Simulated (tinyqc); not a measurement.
Inside a calculation: thin (001) film in sp3s* tight binding with raised dangling bonds. Values are carried at full precision from step to step, so a last printed digit may differ when a step is redone from the rounded ones.

sp3s* tight binding, nearest neighbours only: anion (a) at 0, cation (c) at a/4 (1,1,1), orbitals s, px, py, pz, s* on each; k in units of 2 pi/a. With phases e_j = exp(i (pi/2) k.n_j) for n = (1,1,1), (1,-1,-1), (-1,1,-1), (-1,-1,1): g0 = (e1+e2+e3+e4)/4, g1 = (e1+e2-e3-e4)/4, g2 = (e1-e2+e3-e4)/4, g3 = (e1-e2-e3+e4)/4. The diagonal holds the levels Esa, Epa, Exa (s*) and Esc, Epc, Exc. Anion-cation block: <sa|sc> = Vss g0; <sa|xc> = Vsapc g1; <xa|sc> = -Vscpa g1; <xa|xc> = Vxx g0; <xa|yc> = <ya|xc> = Vxy g3, <xa|zc> = <za|xc> = Vxy g2, <ya|zc> = <za|yc> = Vxy g1; <s*a|xc> = Vxapc g1; <xa|s*c> = -Vpaxc g1; y and z take g2 and g3 in place of g1; s-s* and s*-s* vanish.

Values chosen for the exercise (out of a larger set: near a published set for GaP, fitted to gaps, whose masses and valley positions are rough; not measured data): p = (-8.087, 1.129, -2.199, 4.101, 8.486, 7.206, -7.488, 2.153, 5.126, 4.28, 6.315, 4.636, 5.1) eV (order Esa, Epa, Esc, Epc, Exa, Exc, Vss, Vxx, Vxy, Vsapc, Vscpa, Vxapc, Vpaxc); N = 5 (atomic planes in the small film); dl = 30 eV (shift of the dangling hybrids).

## Bulk edges along [001]

Gap at Gamma and minimum on (0,0,kz), kz from 0.5 to 1, from the bulk Ev. States at zero in-plane momentum come from this line alone.

edges (eV): Gamma 2.9040, Delta 2.3530

kz of the minimum = 1.0000 2 pi/a

## The two blocks of the small film

Planes alternate anion (a), cation (c) along [001], a/4 apart, starting with an anion; zero in-plane momentum; levels counted from the bulk Ev, the lower root of [[Epa, Vxx], [Vxx, Epc]]; no spin-orbit coupling. Block of s, pz, s*: from an anion to the cation above, Vss/2 (s,s), Vsapc/2 (s,z), -Vscpa/2 (z,s), Vxx/2 (z,z), Vxapc/2 (s*,z), -Vpaxc/2 (z,s*); to the cation below the same with the s-z and s*-z signs reversed. Block of u = (px + py)/sqrt2 and v = (px - py)/sqrt2: to the cation above (Vxx + Vxy)/2 for u and (Vxx - Vxy)/2 for v, to the cation below the reverse. Each surface atom has two dangling sp3 hybrids; raising both by dl adds (dl/2) [[1, t], [t, 1]] to its s, pz levels (t = -1 at the bottom face, +1 at the top) and dl to the one of u, v in whose plane the missing bonds lie (v for a bottom anion or a top cation, u for a top anion).

Fill them in.

s, pz, s* block (eV):
```
         sa1      za1    *a1     sc2     zc2     *c2     sa3     za3     *a3     sc4     zc4     *c4
sa1    6.914  -15.000      0  -3.744   2.140       0       0       0       0       0       0       0
za1  -15.000   16.130      0  -3.158   1.077  -2.550       0       0       0       0       0       0
*a1        0        0  8.487       0   2.318       0       0       0       0       0       0       0
sc2   -3.744   -3.158      0  -2.198       0       0  -3.744   3.158       0       0       0       0
zc2    2.140    1.077  2.318       0   4.102       0  -2.140   1.077  -2.318       0       0       0
*c2        0   -2.550      0       0       0   7.207       0   2.550       0       0       0       0
sa3        0        0      0  -3.744  -2.140       0  -8.086       0       0  -3.744   2.140       0
za3        0        0      0   3.158   1.077   2.550       0   1.130       0  -3.158   1.077  -2.550
*a3        0        0      0       0  -2.318       0       0       0   8.487       0   2.318       0
sc4        0        0      0       0       0       0  -3.744  -3.158       0  -2.198       0       0
zc4        0        0      0       0       0       0   2.140   1.077   2.318       0   4.102       0
*c4        0        0      0       0       0       0       0  -2.550       0       0       0   7.207
sa5        0        0      0       0       0       0       0       0       0  -3.744  -2.140       0
za5        0        0      0       0       0       0       0       0       0   3.158   1.077   2.550
*a5        0        0      0       0       0       0       0       0       0       0  -2.318       0

        sa5     za5     *a5
sa1       0       0       0
za1       0       0       0
*a1       0       0       0
sc2       0       0       0
zc2       0       0       0
*c2       0       0       0
sa3       0       0       0
za3       0       0       0
*a3       0       0       0
sc4  -3.744   3.158       0
zc4  -2.140   1.077  -2.318
*c4       0   2.550       0
sa5   6.914  15.000       0
za5  15.000  16.130       0
*a5       0       0   8.487
```

u, v block (eV):
```
       ua1     va1     uc2     vc2     ua3     va3     uc4     vc4     ua5    va5
ua1  1.130       0   3.639       0       0       0       0       0       0      0
va1      0  31.130       0  -1.486       0       0       0       0       0      0
uc2  3.639       0   4.102       0  -1.486       0       0       0       0      0
vc2      0  -1.486       0   4.102       0   3.639       0       0       0      0
ua3      0       0  -1.486       0   1.130       0   3.639       0       0      0
va3      0       0       0   3.639       0   1.130       0  -1.486       0      0
uc4      0       0       0       0   3.639       0   4.102       0  -1.486      0
vc4      0       0       0       0       0  -1.486       0   4.102       0  3.639
ua5      0       0       0       0       0       0  -1.486       0  31.130      0
va5      0       0       0       0       0       0       0   3.639       0  1.130
```

## Levels of the small film

Diagonalise both blocks.

levels of the s, pz, s* block (eV): -12.293  -9.427  -7.040  -2.678  2.818  3.245  3.256  4.105  7.273  8.487  9.416  9.671  11.107  27.434  27.441

levels of the u, v block (eV): -2.092  -2.092  -0.718  -0.718  5.900  5.900  7.291  7.291  31.213  31.213

No level lies between 0 and the bulk edge 2.353 eV; confinement has widened the gap at zero in-plane momentum to 3.536 eV.

## Checks

- Lowest conduction level of 201 planes, with the dangling hybrids shifted far away, against the bulk edge: both 2.353.

Computed by tinyqc, a small Python program: `OMP_NUM_THREADS=1 python tinyqc.py 1481812 1481813 out.jsonl` (the numbers bound the seed that draws the inputs); one thread of a shared host (Intel(R) Xeon(R) Processor @ 2.30GHz), about 0.4 s for the whole set of steps.
